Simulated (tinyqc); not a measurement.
Lateral field, substrate current, probability of reaching the oxide barrier and hot-carrier lifetime of a silicon transistor (pseudo-two-dimensional and lucky-electron models): one step, computed by the program tinyqc.

Local-field models: a lucky carrier gains its energy at the peak field over a path free of collisions. Voltages are magnitudes.

Problem. Hot-carrier currents and lifetime. C_ox = 3.9 eps_0/t; F_sat = 2 v_s/mu; V_Dsat = V_ov F_sat L/(V_ov + F_sat L), V_ov = V_G - V_T; I_D/W = C_ox v_s (V_ov - V_Dsat). Scale length l = 0.22 t^(1/3) x_j^(1/2) (all in cm); F_m = sqrt(((V_D - V_Dsat)/l_e)^2 + F_sat^2), with l_e = l + L_n; length of the velocity-saturated region l_e ln((V_D - V_Dsat)/(l_e F_sat) + F_m/F_sat). Substrate current I_sub/I_D = (A_i/B_i)(V_D - V_Dsat) exp(-B_i/F_m); probability of reaching the oxide barrier exp(-phi_b/(e lambda F_m)); lifetime tau = (H/(I_D/W)) exp(phi_it/(e lambda F_m)).

Inputs (values chosen for the exercise, modelled on a silicon n-channel):

| quantity | value | unit |
|---|---|---|
| channel length L | 260 | nm |
| oxide thickness t | 7.3 | nm |
| junction depth x_j | 77 | nm |
| mobility mu | 380 | cm^2/(V s) |
| saturation velocity v_s | 0.8 | 1e7 cm/s |
| threshold voltage V_T | 0.75 | V |
| gate voltage V_G | 1.2 | V |
| drain voltage V_D | 3.2 | V |
| ionisation prefactor A_i | 2.2e+06 | 1/cm |
| ionisation field B_i | 1.77 | MV/cm |
| hot-carrier mean free path lambda | 8 | nm |
| oxide barrier phi_b | 3.1 | eV |
| interface-trap threshold phi_it | 3.8 | eV |
| lifetime constant H | 100 | s microampere/micrometre |
| length of the depleted extension L_n | 22 | nm |

Drain: lightly doped extension.

Constants: eps_0 = 8.8541878128e-12 F/m.

Give: I_sub/I_D; substrate current I_sub/W; probability of reaching phi_b; lifetime tau; exponent m = phi_it/(e lambda B_i).

Solution.

I_sub/I_D = 0.032606

substrate current I_sub/W = 1.6175 microampere/micrometre

probability of reaching phi_b = 3.4069e-05

lifetime tau = 6.0383e+05 s

exponent m = phi_it/(e lambda B_i) = 2.6836

Since both exponentials depend on 1/F_m, tau I_D scales about as (I_sub/I_D)^(-m) with m = 2.68, which lets I_sub serve as the monitor. The lifetime is 0.00191 times ten years (3.156e8 s).
